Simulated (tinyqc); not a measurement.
Gated graphene: carriers, quantum capacitance and optical conductivity: sweeps and comparisons. A value that a table varies takes the place of the one given here.

Cones E = +/- hv |k|, four flavours, D(E) = 2|E|/(pi hv^2). n = (2/pi)(kT/hv)^2 F_1(mu/kT), p = (2/pi)(kT/hv)^2 F_1(-mu/kT), in 1/angstrom^2 (1e16 for 1/cm^2); F_1(eta) = integral_0^infinity x dx/(1 + exp(x - eta)). Cq/e^2 = d(n - p)/d mu = (2 kT/(pi hv^2)) ln(2 + 2 cosh(mu/kT)).

Gate: V = mu/e + e (n - p)/Cox with Cox/e^2 = k/(4 pi e2 t), t in angstrom, e2 = e^2/(4 pi eps0); 1/(eV angstrom^2) in C/e^2 equals 1602.176634 microfarad/cm^2; total 1/C = 1/Cox + 1/Cq.

Conductivity over sigma0 = e^2/(4 hbar): interband Re = sinh(E/2kT)/(cosh(mu/kT) + cosh(E/2kT)); intraband Re = (8 kT/pi) ln(2 cosh(mu/2kT)) Gm/(E^2 + Gm^2). A free sheet absorbs about pi alpha_f Re(sigma/sigma0), alpha_f the fine-structure constant (alpha among the constants).

Constants: kB = 8.617333262e-05 eV/K; e^2/(4 pi eps0) = 14.39964547 eV angstrom; fine-structure constant alpha = 0.007297352564.

Values chosen for the exercise (Fermi velocity near that of graphene, gate dielectric near hBN; not measured data): hv = 6.59 eV angstrom (hbar vF); T = 300 K; k = 3.32 (dielectric constant of the gate layer); t = 5 nm (its thickness); Gm = 2 meV (intraband damping); V = -2.7 V (gate voltage from the neutrality point).

## Gate sweep

Results:

| V (V) | mu (eV) | n - p (1/cm^2) | n + p (1/cm^2) | Cq (microfarad/cm^2) | C/Cox | Cox V/e (1/cm^2) |
|---|---|---|---|---|---|---|
| 0 | 0.0000 | 0 | 1.61e+11 | 0.842 | 0.589 | 0 |
| 0.081 | 0.0317 | 1.81e+11 | 2.35e+11 | 1.06 | 0.643 | 2.97e+11 |
| 0.22 | 0.0729 | 5.40e+11 | 5.51e+11 | 1.78 | 0.752 | 8.07e+11 |
| 0.54 | 0.1346 | 1.49e+12 | 1.49e+12 | 3.17 | 0.843 | 1.98e+12 |
| 1.1 | 0.2063 | 3.28e+12 | 3.28e+12 | 4.84 | 0.892 | 4.04e+12 |
| 1.9 | 0.2808 | 5.94e+12 | 5.94e+12 | 6.60 | 0.918 | 6.97e+12 |
| 2.7 | 0.3405 | 8.66e+12 | 8.66e+12 | 8.00 | 0.932 | 9.91e+12 |
| 4.1 | 0.4263 | 1.35e+13 | 1.35e+13 | 10.0 | 0.945 | 1.50e+13 |
| 5.9 | 0.5170 | 1.98e+13 | 1.98e+13 | 12.1 | 0.954 | 2.17e+13 |

At neutrality n + p = 1.61e+11 1/cm^2 of thermal carriers remain and C/Cox = 0.589; at the last row C/Cox = 0.954 and the plain capacitor rule overstates n - p by 9.6 %. Between the last two rows mu goes as V^0.53; for |mu| well above kT the limits are 1/2 where Cox is small against Cq and 1 where it is large.

## Absorption spectrum

mu = -0.34048 eV

Results:

| E (eV) | interband | intraband | absorption (%) |
|---|---|---|---|
| 0.068 | 0.0000 | 0.1873 | 0.430 |
| 0.136 | 0.0000 | 0.0469 | 0.108 |
| 0.238 | 0.0002 | 0.0153 | 0.036 |
| 0.340 | 0.0014 | 0.0075 | 0.020 |
| 0.477 | 0.0190 | 0.0038 | 0.052 |
| 0.579 | 0.1222 | 0.0026 | 0.286 |
| 0.681 | 0.5002 | 0.0019 | 1.151 |
| 0.783 | 0.8780 | 0.0014 | 2.016 |
| 0.885 | 0.9810 | 0.0011 | 2.252 |
| 1.090 | 0.9996 | 0.0007 | 2.293 |
| 1.362 | 1.0000 | 0.0005 | 2.294 |
| 2.043 | 1.0000 | 0.0002 | 2.293 |

The edge lies at 2|mu| = 0.681 eV and, for |mu| above about 3 kT (here 13.2), rises from 10 % to 90 % over about 8.8 kT = 0.227 eV. The absorption is lowest, 0.020 %, at 0.340 eV of those listed, between the Drude tail and the edge; at the last row it is 2.293 % against pi alpha_f = 2.293 %. The thin-sheet formula fails where the absorption is large, and trigonal warping matters above about 1.5 eV.

## What moves the Fermi level

All results formed anew. Each row changes one parameter from the base and keeps the others.

Results:

| case | mu (eV) | n - p (1/cm^2) | C/Cox |
|---|---|---|---|
| base | -0.3405 | -8.658e+12 | 0.9315 |
| V = -3.51 V | -0.3923 | -1.144e+13 | 0.9400 |
| t = 3.5 nm | -0.4026 | -1.204e+13 | 0.9184 |
| k = 3.98 | -0.3709 | -1.025e+13 | 0.9252 |
| hv = 7.25 eV angstrom | -0.3726 | -8.540e+12 | 0.9248 |
| T = 400 K | -0.3381 | -8.667e+12 | 0.9311 |

The largest shifts from the base row, up to three for each result and ties (the steps differ in size, so this ranks the rows, not the parameters). mu (eV): t -0.0621, V -0.0518, hv -0.0321. n - p (1/cm^2): t -3.38e+12, V -2.78e+12, k -1.59e+12. C/Cox: t -0.0131, V +0.0085, hv -0.0067.

Computed by tinyqc, a small Python program: `OMP_NUM_THREADS=1 python tinyqc.py 1650168 1650169 out.jsonl` (the numbers bound the seed that draws the inputs); one thread of a shared host (Intel(R) Xeon(R) Processor @ 2.30GHz), about 0.01 s for the whole set of steps.
